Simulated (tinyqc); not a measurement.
CIS and TDHF on RHF in the sto-3g basis, for BeH2, spin multiplicity 1, step by step (part 2 of 2). Computed by tinyqc, a small Python program that keeps every step (integrals from PySCF). Command: `OMP_NUM_THREADS=1 python tinyqc.py 27446 27447 out.jsonl` (the two numbers bound the seeds that draw the settings). One thread of a shared host (Intel(R) Xeon(R) Processor @ 2.60GHz), about 0.06 s of CPU time with the checks.

Geometry (angstrom):
```
atom         x          y         z
Be    0.000000   0.000000  0.000000
H     0.000000   1.221000  0.122000
H     0.000000  -1.221000  0.122000
```

## CIS matrix, triplets

orbital energies (hartree): MO1 -4.517064, MO2 -0.475725, MO3 -0.441477, MO4 0.204582, MO5 0.208561, MO6 0.521353, MO7 1.072680

Two-electron integrals over orbitals (pq|rs), unique and non-zero (hartree):
```
(11|11) 2.271385    (21|11) -0.207434   (21|21) 0.029049    (22|11) 0.505441
(22|21) -0.007406   (22|22) 0.411523    (31|31) 0.006685    (32|31) 0.016063
(32|32) 0.165819    (33|11) 0.477110    (33|21) -0.003044   (33|22) 0.424384
(33|33) 0.447016    (41|11) 0.032681    (41|21) -0.004036   (41|22) 0.003585
(41|33) 0.002072    (41|41) 0.016102    (42|11) -0.010449   (42|21) 0.001591
(42|22) 0.010587    (42|33) 0.009045    (42|41) 0.015044    (42|42) 0.050387
(43|31) -0.000049   (43|32) 0.008335    (43|43) 0.016397    (44|11) 0.567751
(44|21) -0.008762   (44|22) 0.375183    (44|33) 0.365267    (44|41) -0.004375
(44|42) -0.018751   (44|44) 0.453028    (51|51) 0.015767    (52|51) 0.015534
(52|52) 0.050717    (53|53) 0.015703    (54|51) -0.002799   (54|52) -0.007271
(54|54) 0.025255    (55|11) 0.569165    (55|21) -0.008544   (55|22) 0.377178
(55|33) 0.366061    (55|41) 0.001062    (55|42) -0.004738   (55|44) 0.401016
(55|55) 0.449859    (61|11) -0.165976   (61|21) 0.024028    (61|22) -0.006716
(61|33) -0.004477   (61|41) -0.001178   (61|42) 0.003003    (61|44) -0.004868
(61|55) -0.003902   (61|61) 0.020540    (62|11) 0.095258    (62|21) -0.006776
(62|22) -0.029014   (62|33) -0.051697   (62|41) 0.002784    (62|42) -0.001324
(62|44) 0.041038    (62|55) 0.043992    (62|61) -0.002395   (62|62) 0.075593
(63|31) -0.004201   (63|32) -0.096493   (63|43) -0.006803   (63|63) 0.082567
(64|11) 0.012750    (64|21) 0.000357    (64|22) 0.004504    (64|33) -0.000852
(64|41) 0.015031    (64|42) 0.043420    (64|44) -0.005990   (64|55) 0.003600
(64|61) 0.002675    (64|62) 0.014777    (64|64) 0.046713    (65|51) 0.016013
(65|52) 0.047170    (65|54) -0.005255   (65|65) 0.050329    (66|11) 0.482254
(66|21) -0.006012   (66|22) 0.409281    (66|33) 0.418800    (66|41) 0.006802
(66|42) 0.021499    (66|44) 0.368964    (66|55) 0.373957    (66|61) -0.004423
(66|62) -0.036577   (66|64) 0.013524    (66|66) 0.426465    (71|31) 0.012022
(71|32) 0.021290    (71|43) -0.000707   (71|63) -0.003477   (71|71) 0.022304
(72|31) 0.002644    (72|32) -0.047531   (72|43) -0.009380   (72|63) 0.060436
(72|71) 0.006432    (72|72) 0.056423    (73|11) 0.130758    (73|21) -0.005771
(73|22) -0.011430   (73|33) -0.025498   (73|41) -0.001010   (73|42) -0.014044
(73|44) 0.053018    (73|55) 0.052279    (73|61) -0.003020   (73|62) 0.069056
(73|64) 0.003730    (73|66) -0.032549   (73|73) 0.080505    (74|31) -0.002836
(74|32) -0.023906   (74|43) 0.012915    (74|63) 0.013598    (74|71) -0.004417
(74|72) 0.003079    (74|74) 0.020223    (75|53) 0.013838    (75|75) 0.016143
(76|31) 0.011868    (76|32) 0.141287    (76|43) 0.009745    (76|63) -0.096488
(76|71) 0.015432    (76|72) -0.059979   (76|74) -0.020276   (76|76) 0.138644
(77|11) 0.588339    (77|21) -0.009730   (77|22) 0.440291    (77|33) 0.459960
(77|41) 0.000498    (77|42) 0.001434    (77|44) 0.397973    (77|55) 0.396283
(77|61) -0.009171   (77|62) -0.046548   (77|64) -0.006828   (77|66) 0.445547
(77|73) -0.019871   (77|77) 0.502968
```

A(ia,jb) = (e_a - e_i) d_ij d_ab - (ij|ab).

CIS matrix A, triplet (hartree), lower triangle:
```
           1>4       1>5        1>6        1>7        2>4       2>5        2>6        2>7
1>4   4.153895
1>5   0.000000  4.156460
1>6  -0.012750  0.000000   4.556162
1>7   0.000000  0.000000   0.000000   5.001405
2>4   0.008762  0.000000  -0.000357   0.000000   0.305124
2>5   0.000000  0.008544   0.000000   0.000000   0.000000  0.307108
2>6  -0.000357  0.000000   0.006012   0.000000  -0.004504  0.000000   0.587797
2>7   0.000000  0.000000   0.000000   0.009730   0.000000  0.000000   0.000000   1.108114
3>4   0.000000  0.000000   0.000000   0.002836   0.000000  0.000000   0.000000   0.023906
3>5   0.000000  0.000000   0.000000   0.000000   0.000000  0.000000   0.000000   0.000000
3>6   0.000000  0.000000   0.000000  -0.011868   0.000000  0.000000   0.000000  -0.141287
3>7   0.002836  0.000000  -0.011868   0.000000   0.023906  0.000000  -0.141287   0.000000

          3>4       3>5       3>6       3>7
3>4  0.280792
3>5  0.000000  0.283977
3>6  0.000852  0.000000  0.544029
3>7  0.000000  0.000000  0.000000  1.054197
```

## CIS triplet states

Diagonalise A (1 hartree = 27.211386 eV); each vector has its largest component positive (the first on a tie).

triplet excitation energies (eV): 7.619165  7.727399  8.281568  8.356332  13.898880  14.921409  29.778789  31.078177  113.022855  113.103552  123.991875  136.096781

lowest vectors:
```
       state 1   state 2    state 3    state 4   state 5    state 6
1>4   0.000000  0.000000  -0.002251   0.000000  0.000000  -0.000139
1>5   0.000000  0.000000   0.000000  -0.002220  0.000000   0.000000
1>6   0.000000  0.000000  -0.000012   0.000000  0.000000  -0.000649
1>7  -0.000585  0.000000   0.000000   0.000000  0.002058   0.000000
2>4   0.000000  0.000000   0.999490   0.000000  0.000000   0.008560
2>5   0.000000  0.000000   0.000000   0.999998  0.000000   0.000000
2>6   0.000000  0.000000   0.000000   0.000000  0.000000   0.963210
2>7  -0.032348  0.000000   0.000000   0.000000  0.229017   0.000000
3>4   0.999265  0.000000   0.000000   0.000000  0.027437   0.000000
3>5   0.000000  1.000000   0.000000   0.000000  0.000000   0.000000
3>6  -0.020562  0.000000   0.000000   0.000000  0.973034   0.000000
3>7   0.000000  0.000000  -0.031856   0.000000  0.000000   0.268613
```

## TDHF (RPA) triplet states

B(ia,jb) = - (ib|ja); the squared energies are the eigenvalues of (A - B)(A + B); 1 hartree = 27.211386 eV.

TDHF matrix B, triplet (hartree), lower triangle:
```
           1>4        1>5        1>6        1>7        2>4        2>5        2>6        2>7
1>4  -0.016102
1>5   0.000000  -0.015767
1>6   0.001178   0.000000  -0.020540
1>7   0.000000   0.000000   0.000000  -0.022304
2>4  -0.015044   0.000000  -0.002784   0.000000  -0.050387
2>5   0.000000  -0.015534   0.000000   0.000000   0.000000  -0.050717
2>6  -0.003003   0.000000   0.002395   0.000000   0.001324   0.000000  -0.075593
2>7   0.000000   0.000000   0.000000  -0.006432   0.000000   0.000000   0.000000  -0.056423
3>4   0.000000   0.000000   0.000000   0.001010   0.000000   0.000000   0.000000   0.014044
3>5   0.000000   0.000000   0.000000   0.000000   0.000000   0.000000   0.000000   0.000000
3>6   0.000000   0.000000   0.000000   0.003020   0.000000   0.000000   0.000000  -0.069056
3>7   0.000707   0.000000   0.003477   0.000000   0.009380   0.000000  -0.060436   0.000000

           3>4        3>5        3>6        3>7
3>4  -0.016397
3>5   0.000000  -0.015703
3>6   0.006803   0.000000  -0.082567
3>7   0.000000   0.000000   0.000000  -0.080505
```

squared energies w^2 (hartree^2): 0.077846  0.080396  0.089927  0.091705  0.246298  0.287223  1.191518  1.299230  17.250966  17.275612  20.762292  25.014065

TDHF energies from the positive w^2 (eV): 7.592233  7.715576  8.160117  8.240384  13.504570  14.583455  29.703039  31.016568  113.020539  113.101245  123.990471  136.095198
